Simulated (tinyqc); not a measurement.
Changing the asymmetry L1: regular and subregular solution with a miscibility gap. Computed by tinyqc, a small Python program. Command: `OMP_NUM_THREADS=1 python tinyqc.py 3023497 3023498 out.jsonl regsol sweep`. One thread of a shared host (Intel(R) Xeon(R) Processor @ 2.30GHz), about 0.01 s of CPU time with the checks.

Per mole of mixing sites: G(x) = x (1 - x) [L0 + L1 (1 - 2x)] + R T [x ln x + (1 - x) ln(1 - x)], x the fraction of B.

Inputs (values chosen for the exercise, for a model alloy):

| quantity | value | unit |
|---|---|---|
| interaction L0 | 24.8 | kJ/mol |
| size misfit eta = d ln a/dx | 0.038 | - |
| temperature T | 1271 | K |
| start value s0 | 0.02 | - |

Source of L0: given.

Constants: R = 8.314462618 J/(mol K).

Method:
- L0 and eta are given.
- The spinodal is G'' = 0, R T_s(x) = x (1 - x) [2 L0 + 6 L1 (1 - 2x)]; the critical point is its maximum.
- G' = L0 (1 - 2x) + L1 (1 - 6x + 6x^2) + R T ln[x/(1 - x)]; G'' = -2 L0 - 6 L1 (1 - 2x) + R T/[x (1 - x)].
- Common tangent: F1 = G'(x1) - G'(x2) = 0 and F2 = [G - x G'](x1) - [G - x G'](x2) = 0. Newton step: J = [[G''(x1), -G''(x2)], [-x1 G''(x1), x2 G''(x2)]], J dx = -F; a step that would leave 0 < x < 1 is halved until it stays inside. The start is x1 = s0, x2 = 1 - s0.
- Stop when the step is below 1e-12, or when x1 and x2 meet within 1e-5; residuals under 1e-7 are shown as 0.

One run for each value:

| asymmetry L1 (kJ/mol) | critical composition x_c | critical temperature T_c (K) | solubility limit x1 | solubility limit x2 |
|---|---|---|---|---|
| -3.00 | 0.5832 | 1538 | 0.2338 | 0.8736 |
| -1.80 | 0.5526 | 1509 | 0.2186 | 0.8498 |
| -0.56 | 0.5169 | 1493 | 0.1980 | 0.8240 |
| 0.65 | 0.4804 | 1494 | 0.1741 | 0.8003 |
| 1.90 | 0.4447 | 1511 | 0.1482 | 0.7799 |
| 3.10 | 0.4145 | 1541 | 0.1246 | 0.7651 |
| 4.30 | 0.3891 | 1582 | 0.1037 | 0.7547 |
| 5.50 | 0.3683 | 1631 | 0.0861 | 0.7476 |
| 6.70 | 0.3512 | 1687 | 0.0715 | 0.7430 |

Over the rows, critical composition x_c falls from 0.583 to 0.351; critical temperature T_c (K) goes from 1540 through a minimum among these rows, 1490 at -0.560, to 1690; solubility limit x1 falls from 0.234 to 0.0715. B in A costs L0 + L1 and A in B costs L0 - L1 at infinite dilution, so raising L1 lowers x1 and lets more A into B.

Extremes, crossings and ranges named in words are read from the listed rows.
